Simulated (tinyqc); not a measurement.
# Ballistic Schottky-barrier transistor with a two-dimensional channel, WKB contacts, step by step

tinyqc, about 0.3 s, one thread, Intel Xeon 2.30GHz (shared host): `OMP_NUM_THREADS=1 python tinyqc.py 2390006 2390007 out.jsonl` Printed values are rounded.

Source Fermi level 0, drain Fermi level -Vd. Far from the contacts Ec = pn - psi, and the gate moves psi one to one; the band edges relax as exp(-x/lam) from pn at the source and pn - Vd at the drain; Ev = Ec - Eg. A carrier of energy w inside the channel band meets at a contact a barrier of height D (the contact edge beyond the channel edge): T = 1 for w >= D, else exp(-S), S = 4 lam sqrt(m/C) [sqrt(D - w) - sqrt(w) arctan sqrt((D - w)/w)], C = hbar^2/(2 m0). The two contacts combine as Ts Td/(Ts + Td - Ts Td).

Values chosen for this exercise; channel values close to those of a black phosphorus layer: temperature T = 300 K; band gap Eg = 0.508 eV; barrier for electrons at both contacts pn = 0.28 eV; electron mass mn = 0.17 m0; hole mass mp = 0.14 m0; valleys or subbands g = 1; screening length at the contacts lam = 4.6 nm; drain bias Vd = 0.1 V; band shift psi of the channel by the gate ps = 0.4 V; energy of one carrier inside the channel band w0 = 0.28 eV; upper end of the grid wm = 0.58 eV; points of the grid nE = 15.

Constants: q = 1.602176634e-19 C, kB = 1.380649e-23 J/K, hbar = 1.054571817e-34 J s, h = 6.62607015e-34 J s, m0 = 9.1093837015e-31 kg, Vt = kB T/q, hbar^2/(2 m0) = 0.0380998212 eV nm^2. Results are converted to the units shown.

Range of the model: No scattering, image-force lowering, channel charge or band-to-band tunnelling; parabolic kappa overstates S deep in the gap.

## Band edges and barriers

Electrons: Ds = psi, Dd = psi - Vd, Es = Ec, Ed = Ec + Vd. Holes: Ds = -psi, Dd = Vd - psi, Es = -Ev, Ed = -Ev - Vd. The size of each current is taken; both flow from drain to source and add.

Ec = -0.12 eV
Ev = -0.628 eV
D for electrons (eV): source 0.400000, drain 0.300000
D for holes (eV): source -0.400000, drain -0.300000

A negative D is no barrier. Here the electrons carry the larger current.

## Transmission of one of the electrons

S and T at both contacts for w = w0, and the tunnelling distance lam ln(D/w) at the higher barrier.

S at the source = 1.54277
S at the drain = 0.125534
combined T = 0.207844
tunnelling distance = 1.64070 nm

## Current of the electrons on a coarse grid

I/W = g (2 q^2/h) int T(w) [N(Es + w) - N(Ed + w)] dw with w the energy of motion along the channel, N(y) = (1/2 pi) sqrt(pi m kB T/C) Fm(-y/kB T), Fm(x) = (1/sqrt(pi)) int_0^infinity u^(-1/2)/(1 + exp(u - x)) du. Electrons: Ds = psi, Dd = psi - Vd, Es = Ec, Ed = Ec + Vd. Holes: Ds = -psi, Dd = Vd - psi, Es = -Ev, Ed = -Ev - Vd. The size of each current is taken; both flow from drain to source and add. Simpson's rule on nE equally spaced w from 0 to wm.

| point | w (eV) | Ts | Td | T | size of the supply difference (1/um) |
|---|---|---|---|---|---|
| 0 | 0.000000 | 2.11023e-11 | 5.68328e-10 | 2.03468e-11 | 138.719 |
| 1 | 0.041429 | 1.45660e-6 | 3.20139e-5 | 1.39321e-6 | 146.667 |
| 2 | 0.082857 | 6.76774e-5 | 0.00119642 | 6.40582e-5 | 109.091 |
| 3 | 0.124286 | 9.24001e-4 | 0.0129022 | 8.62995e-4 | 50.4044 |
| 4 | 0.165714 | 0.00658239 | 0.0708952 | 0.00605965 | 14.2736 |
| 5 | 0.207143 | 0.0304621 | 0.244832 | 0.0278457 | 3.14551 |
| 6 | 0.248571 | 0.102073 | 0.581566 | 0.0950895 | 0.645901 |
| 7 | 0.290000 | 0.262697 | 0.957172 | 0.259645 | 0.130594 |
| 8 | 0.331429 | 0.534788 | 1 | 0.534788 | 0.0263210 |
| 9 | 0.372857 | 0.861630 | 1 | 0.861630 | 0.00530155 |
| 10 | 0.414286 | 1 | 1 | 1 | 0.00106770 |
| 11 | 0.455714 | 1 | 1 | 1 | 2.15021e-4 |
| 12 | 0.497143 | 1 | 1 | 1 | 4.33024e-5 |
| 13 | 0.538571 | 1 | 1 | 1 | 8.72054e-6 |
| 14 | 0.580000 | 1 | 1 | 1 | 1.75620e-6 |

current = 1.09153 uA/um

A converged quadrature gives 1.091 uA/um; this grid is within 0.01 % of that. 0.340 % of it passes over both barriers, the rest tunnels. The other carrier adds 2.30e-7 uA/um.
